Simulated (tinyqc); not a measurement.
# Ballistic Schottky-barrier transistor with a one-dimensional channel, WKB contacts, step by step

Computed by the program tinyqc: `OMP_NUM_THREADS=1 python tinyqc.py 2390010 2390011 out.jsonl`, one thread of a shared Intel Xeon 2.30GHz, about 0.04 s for the whole run. Printed values are rounded.

Source Fermi level 0, drain Fermi level -Vd. Far from the contacts Ec = pn - psi, and the gate moves psi one to one; the band edges relax as exp(-x/lam) from pn at the source and pn - Vd at the drain; Ev = Ec - Eg. A carrier of energy w inside the channel band meets at a contact a barrier of height D (the contact edge beyond the channel edge): T = 1 for w >= D, else exp(-S), S = 4 lam sqrt(m/C) [sqrt(D - w) - sqrt(w) arctan sqrt((D - w)/w)], C = hbar^2/(2 m0). The two contacts combine as Ts Td/(Ts + Td - Ts Td).

Inputs (values chosen for the exercise); channel values close to those of a silicon nanowire with silicide contacts:
- T = 250 K (temperature)
- Eg = 1.12 eV (band gap)
- pn = 0.74 eV (barrier for electrons at both contacts)
- mn = 0.2 m0 (electron mass)
- mp = 0.24 m0 (hole mass)
- g = 2 (valleys or subbands)
- lam = 3 nm (screening length at the contacts)
- Vd = 0.3 V (drain bias)
- ps = 0.72 V (band shift psi of the channel by the gate)
- w0 = 0.3 eV (energy of one carrier inside the channel band)
- wm = 0.87 eV (upper end of the grid)
- nE = 13 (points of the grid)

Constants: q = 1.602176634e-19 C, kB = 1.380649e-23 J/K, hbar = 1.054571817e-34 J s, h = 6.62607015e-34 J s, m0 = 9.1093837015e-31 kg, Vt = kB T/q, hbar^2/(2 m0) = 0.0380998212 eV nm^2. Results are converted to the units shown.

Range of the model: No scattering, image-force lowering, channel charge or band-to-band tunnelling; parabolic kappa overstates S deep in the gap.

## Band edges and barriers

Electrons: Ds = psi, Dd = psi - Vd, Es = Ec, Ed = Ec + Vd. Holes: Ds = -psi, Dd = Vd - psi, Es = -Ev, Ed = -Ev - Vd. The size of each current is taken; both flow from drain to source and add.

Ec = 0.02 eV
Ev = -1.1 eV
D for electrons (eV): source 0.720000, drain 0.420000
D for holes (eV): source -0.720000, drain -0.420000

A negative D is no barrier. Here the electrons carry the larger current.

## Transmission of one of the electrons

S and T at both contacts for w = w0, and the tunnelling distance lam ln(D/w) at the higher barrier.

S at the source = 4.72993
S at the drain = 1.03173
combined T = 0.00868858
tunnelling distance = 2.62641 nm

## Current of the electrons on a coarse grid

I = g (2 q^2/h) int T(w) [f(Es + w) - f(Ed + w)] dw, f(y) = 1/(1 + exp(y/Vt)). Electrons: Ds = psi, Dd = psi - Vd, Es = Ec, Ed = Ec + Vd. Holes: Ds = -psi, Dd = Vd - psi, Es = -Ev, Ed = -Ev - Vd. The size of each current is taken; both flow from drain to source and add. Simpson's rule on nE equally spaced w from 0 to wm.

```
point	w (eV)	Ts	Td	T	size of the supply difference
0	0.000000	7.38295e-11	1.82698e-8	7.35323e-11	0.283257
1	0.072500	2.53455e-6	4.30420e-4	2.51972e-6	0.0134707
2	0.145000	9.37146e-5	0.0105887	9.29011e-5	4.71565e-4
3	0.217500	0.00110286	0.0796071	0.00108897	1.63006e-5
4	0.290000	0.00707135	0.307958	0.00696074	5.63215e-7
5	0.362500	0.0303390	0.727053	0.0299973	1.94598e-8
6	0.435000	0.0964662	1	0.0964662	6.72362e-10
7	0.507500	0.240476	1	0.240476	2.32310e-11
8	0.580000	0.484199	1	0.484199	8.02661e-13
9	0.652500	0.792890	1	0.792890	2.77330e-14
10	0.725000	1	1	1	9.58210e-16
11	0.797500	1	1	1	3.31074e-17
12	0.870000	1	1	1	1.14390e-18
```

current = 1.14123e-6 uA

A converged quadrature gives 1.121e-6 uA; this grid is 1.8 % above that. Under 0.001 % of it passes over both barriers, the rest tunnels. The other carrier adds 2.49e-16 uA.
